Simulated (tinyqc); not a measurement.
Gate sheet resistance from two finger widths.

Question. At low frequency R = Rsh Wf/(3 L) + B/Wf, where B collects the channel and vertical terms. Find Rsh, B and the width of lowest R.

Values chosen for this exercise: channel length L = 0.5 um.

input resistance of single fingers, contacted at one end, of width 0.78 and 11 um (ohm): [67.084513, 64.587879]

Answer. R Wf is a straight line in Wf^2; the minimum of R lies where both terms are equal.

Rsh = 8.200 ohm/square
B = 49.00 ohm um
width of lowest R = 2.994 um

Computed by the program tinyqc: `OMP_NUM_THREADS=1 python tinyqc.py 2262178 2262179 out.jsonl`, one thread of a shared Intel Xeon 2.30GHz, about 0.01 s for the whole run.
